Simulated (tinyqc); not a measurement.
On-chip interconnect, size-dependent resistivity and RC delay: one step of the calculation.

A rectangular line between two neighbours and two ground planes. Surface and grain-boundary scattering are added to the bulk resistivity as corrections; capacitances are parallel-plate values without fringing; inductance is ignored.

Task. Node voltages after a time step. A 1 V step is applied behind Rd at t = 0. C dv/dt = -G v + b, with G the conductance matrix of the ladder (1/Rs between neighbours, 1/Rd added at node 0) and b = (1 V/Rd, 0, ...). Trapezoidal step: (C/dt + G/2) v(new) = (C/dt - G/2) v + b.

Values chosen for this exercise: driver resistance Rd = 970 ohm; time step dt = 1.8 ps.

Rs = 1905.2876 ohm
C, node 0 to 5 (fF): [0.081049873, 0.16209975, 0.16209975, 0.16209975, 0.16209975, 1.3810499]
v at t = 0, node 0 to 5 (V): [0, 0, 0, 0, 0, 0]

Give: v at t = 1 dt.

Result.

v at t = 1 dt, node 0 to 5 (V): [1.5244, 0.8518, 0.4714, 0.2529, 0.1211, 0.0309]

Node 0 overshoots the 1 V source: the trapezoidal rule rings on modes much faster than dt.

Range of the model: The metal width is under the mean free path, where the thick-limit surface term and the simple sum of corrections lose accuracy.

Numbers from tinyqc (`OMP_NUM_THREADS=1 python tinyqc.py 2100169 2100170 out.jsonl`; about 0.01 s on one thread of a shared Intel Xeon 2.30GHz).
